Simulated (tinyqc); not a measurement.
# Changing the polish time t

Model: chemical-mechanical planarisation: Preston law, pattern density and step-height reduction. Computed by tinyqc, a small Python program. Command: `OMP_NUM_THREADS=1 python tinyqc.py 3015206 3015207 out.jsonl cmp sweep`. One thread of a shared host (Intel(R) Xeon(R) Processor @ 2.30GHz), about 0.01 s of CPU time with the checks.

A row of 8 cells, repeated periodically, holds raised features that cover a share rho of each cell.

Inputs (values chosen for the exercise, close to those used for copper polishing):
```
quantity,value,unit
Preston coefficient K,1.8e-13,1/Pa
pressure P,34,kPa
platen and carrier speed,40,rpm
distance between the centres,18,cm
initial step height h0,180,nm
contact height h_c,30,nm
film above the raised areas z0,420,nm
cell size,0.98,mm
planarisation length,1.2,mm
```

local pattern densities, cell by cell: [0.2, 0.8, 0.2, 0.5, 0.4, 0.1, 0.9, 0.8]

Method:
- With equal rotation speeds the relative speed is uniform, v = omega r_c; Preston rate R0 = K P v.
- The stiff pad averages the density: rho_eff(i) = sum_j w_ij rho_j / sum_j w_ij, w = exp(-2 d^2/L^2), L the planarisation length and d the distance between cell centres, summed over all periodic images of cell j.
- While h > h_c only raised areas polish, at R0/rho_eff, until t_c = rho_eff (h0 - h_c)/R0. After that h = h_c exp(-(t - t_c)/tau), tau = rho_eff h_c/R0; low areas polish at R0 (1 - h/h_c) and raised areas at R0 [1 + (1 - rho_eff) h/(rho_eff h_c)]. Removed from raised areas after t_c: h0 - h_c + R0 (t - t_c) + (1 - rho_eff)(h_c - h); from low areas: R0 (t - t_c) - rho_eff (h_c - h). Film left = z0 less the removal from raised areas.

One run for each value:
```
polish time t (s),range of film left across the row (nm),largest remaining step (nm),thinnest film left (nm)
2.0,19.16,167.56,388.40
2.9,27.78,161.96,374.18
4.2,40.24,153.88,353.64
6.2,59.40,141.44,322.04
8.9,85.27,124.65,279.38
13.0,103.21,99.15,235.93
19.0,96.79,61.83,205.04
28.0,84.44,13.41,163.37
40.0,81.27,1.11,107.99
```

Describe and explain the trends.

Over the rows, range of film left across the row (nm) goes from 19.2 through a maximum among these rows, 103 at 13.0, to 81.3; largest remaining step (nm) falls from 168 to 1.11 (exponent d ln y / d ln x -0.091 between the first rows and -7.0 between the last); thinnest film left (nm) falls from 388 to 108 (exponent d ln y / d ln x -0.10 between the first rows and -1.2 between the last). At the low end the exponent of range of film left across the row is 1.00, close to 1: before contact the removals grow in fixed ratio.

Extremes, crossings and ranges named in words are read from the listed rows.
